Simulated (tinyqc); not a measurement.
The product rho l across metals: free and nearly free electrons in a metal.

Constants: hbar^2/2m0 = 3.80998211 eV angstrom^2; hbar = 6.58211957e-16 eV s.

Free electrons with m = 1; fcc cells hold 4 atoms and bcc cells 2; n = atoms z/a^3, kF = (3 pi^2 n)^(1/3), rho l = hbar kF/(n e^2), e = 1.602176634e-19 C. Inputs are chosen for the exercise.

Cases:

| case | lattice | a (angstrom) | z | rho (micro-ohm cm) |
|---|---|---|---|---|
| near Na | bcc | 4.244 | 1 | 4.48 |
| near Cu | fcc | 3.598 | 1 | 1.66 |
| near Au | fcc | 4.059 | 1 | 2.04 |
| near Al | fcc | 4.027 | 3 | 2.81 |
| near Ca | fcc | 5.594 | 2 | 3.47 |
| near K | bcc | 5.279 | 1 | 7.35 |

Rank the cases by rho l (1e-16 ohm m^2), lowest first.

Answer: near Al, near Cu, near Au, near Ca, near Na, near K.

Results:

| case | lattice | a (angstrom) | z | rho (micro-ohm cm) | kF (1/angstrom) | EF (eV) | l (nm) | rho l (1e-16 ohm m^2) |
|---|---|---|---|---|---|---|---|---|
| near Na | bcc | 4.244 | 1 | 4.48 | 0.918 | 3.21 | 32.2 | 14.42 |
| near Cu | fcc | 3.598 | 1 | 1.66 | 1.365 | 7.10 | 39.3 | 6.53 |
| near Au | fcc | 4.059 | 1 | 2.04 | 1.210 | 5.58 | 40.7 | 8.31 |
| near Al | fcc | 4.027 | 3 | 2.81 | 1.759 | 11.79 | 14.0 | 3.93 |
| near Ca | fcc | 5.594 | 2 | 3.47 | 1.106 | 4.66 | 28.7 | 9.94 |
| near K | bcc | 5.279 | 1 | 7.35 | 0.738 | 2.08 | 30.4 | 22.31 |

rho l falls as n^(-2/3): it is lowest for the case near Al and highest for near K. The lowest bulk rho belongs to near Cu; in very narrow wires, where rho l rules, the order changes. Real Fermi surfaces depart from spheres, most for the polyvalent and noble metals.

Computed by tinyqc, a small Python program: `OMP_NUM_THREADS=1 python tinyqc.py 1652770 1652771 out.jsonl` (the numbers bound the seed that draws the inputs); one thread of a shared host (Intel(R) Xeon(R) Processor @ 2.30GHz), about 0.01 s for the whole set of steps.
